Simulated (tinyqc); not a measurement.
What moves the results: round or elliptic silicon nanowire with anisotropic valleys (Ritz method). A value that a table varies takes the place of the one given here.

Wire along x = [100] on a (001) wafer, y = [010], z = [001]. Valley groups, two valleys each (w = inverse masses): A, axis along z: w_y = 1/mt, w_z = 1/ml, m_x = mt; B, axis along y: w_y = 1/ml, w_z = 1/mt, m_x = mt; C, axis along x: w_y = w_z = 1/mt, m_x = ml.

Hard wall on the ellipse (y/a)^2 + (z/b)^2 = 1, c = hbar^2/2m0. With u = y/a, v = z/b the operator is -c [(w_y/a^2) d2/du2 + (w_z/b^2) d2/dv2] on the unit disc. Basis (1 - u^2 - v^2) u^i v^j; S, X and Y are the disc integrals of f f', (df/du)(df'/du) and (df/dv)(df'/dv), from the integral of u^p v^q = 2 Gamma((p+1)/2) Gamma((q+1)/2)/((p + q + 2) Gamma((p+q+2)/2)) for even p, q; H = c (w_y X/a^2 + w_z Y/b^2).

Converged values use 21 functions of each parity class (e or o in u, then in v).

Constants: hbar^2/2m0 = 3.80998211 eV angstrom^2.

Parameters, chosen for this exercise (near those of a Si nanowire; the results hold for these values, not for the real material): ml = 0.93 m0 (longitudinal mass); mt = 0.189 m0 (transverse mass); a = 18 angstrom (semi-axis along y); b = 18 angstrom (semi-axis along z); asp = (0.4, 0.6, 0.8, 1, 1.3, 1.8, 2.5) (ratios a/b); area = 10.2 nm^2 (cross-section, kept fixed); hw = 2 (height over mean width).

## Size of the basis

Lowest level of each group with 1, 3, 6 and 21 even functions.

Levels (meV):

| functions | A | B | C |
|---|---|---|---|
| 1 | 224.59 | 224.59 | 373.31 |
| 3 | 212.90 | 212.90 | 359.88 |
| 6 | 212.69 | 212.69 | 359.82 |
| 21 | 212.69 | 212.69 | 359.82 |

One function errs by 5.6 % for A, 5.6 % for B and 3.7 % for C, six by 0.0013, 0.0013 and 6e-05 meV. The error grows with the axis ratio of the stretched ellipse (2.22, 2.22, 1.00); for a circle it is 6/5.783 - 1 = 3.7 %.

## Flattening the wire at fixed area

a = sqrt(area x ratio/pi), b = a/ratio, 1 nm^2 = 100 angstrom^2; lowest level of each group.

Levels (eV):

| a/b | a (angstrom) | b (angstrom) | A | B | C |
|---|---|---|---|---|---|
| 0.4 | 11.4 | 28.5 | 0.4315 | 0.1630 | 0.5087 |
| 0.6 | 14.0 | 23.3 | 0.3067 | 0.1682 | 0.4040 |
| 0.8 | 16.1 | 20.1 | 0.2464 | 0.1875 | 0.3675 |
| 1.0 | 18.0 | 18.0 | 0.2123 | 0.2123 | 0.3591 |
| 1.3 | 20.5 | 15.8 | 0.1841 | 0.2535 | 0.3708 |
| 1.8 | 24.2 | 13.4 | 0.1652 | 0.3265 | 0.4189 |
| 2.5 | 28.5 | 11.4 | 0.1630 | 0.4315 | 0.5087 |

Each group is lowest where its stretched ellipse is a circle, at a/b = sqrt(w_y/w_z): 2.22 for A, 0.45 for B and 1.00 for C. The lowest group is B in the first row and A in the last, A and B crossing at a/b = 1 by symmetry; B - A is -269 meV in the first row and +269 meV in the last.

## Shape of the cross-section

Equal area, hard walls, lowest level of -c (w_y d2/dy2 + w_z d2/dz2), c = hbar^2/2m0. Rectangle W x H with H/W = hw; ellipse with b/a = hw; trapezoid of height H, base W/0.8 and top 0.6 of the base; isosceles triangle of height H and base 2W. Ellipse, trapezoid and triangle by converged Ritz bases; 1 nm^2 = 100 angstrom^2.

Levels:

| shape | A (eV) | B (eV) | B - A (meV) |
|---|---|---|---|
| rectangle | 0.4099 | 0.1768 | -233.1 |
| ellipse | 0.3563 | 0.1627 | -193.6 |
| trapezoid | 0.3685 | 0.1802 | -188.4 |
| triangle | 0.2497 | 0.2271 | -22.6 |

W = 22.6 angstrom
H = 45.2 angstrom

For group A the order is triangle, ellipse, trapezoid, rectangle, spanning 64 %. For group B the order is ellipse, rectangle, trapezoid, triangle, spanning 40 %. The ellipse lies below the rectangle for both groups, since corners hold little of the wave function. The triangle is lowest for A, whose light mass lies across the width and gains from the wide base. The spacing B - A of the valley groups runs from -233 to -23 meV.

## What each parameter does

Lowest level of groups A and B. Each row changes one parameter from the base and keeps the others.

Results:

| case | A (eV) | B (eV) | B - A (meV) |
|---|---|---|---|
| base | 0.2127 | 0.2127 | 0.0 |
| a = 21 angstrom | 0.1668 | 0.2017 | 34.8 |
| b = 16 angstrom | 0.2233 | 0.2582 | 34.9 |
| ml = 1.042 m0 | 0.2083 | 0.2083 | 0.0 |
| mt = 0.208 m0 | 0.1970 | 0.1970 | 0.0 |

The largest shifts from the base row, up to three for each result and ties (the steps differ in size, so this ranks the rows, not the parameters). A (eV): a -0.0459, mt -0.0157, b +0.0106. B (eV): b +0.0455, mt -0.0157, a -0.0110. B - A (meV): b +34.9, a +34.8; unchanged at the printed digits by ml and mt.

Run: tinyqc, `OMP_NUM_THREADS=1 python tinyqc.py 1280409 1280410 out.jsonl`; Intel(R) Xeon(R) Processor @ 2.30GHz, one thread, shared host; about 0.04 s of CPU time with all checks.
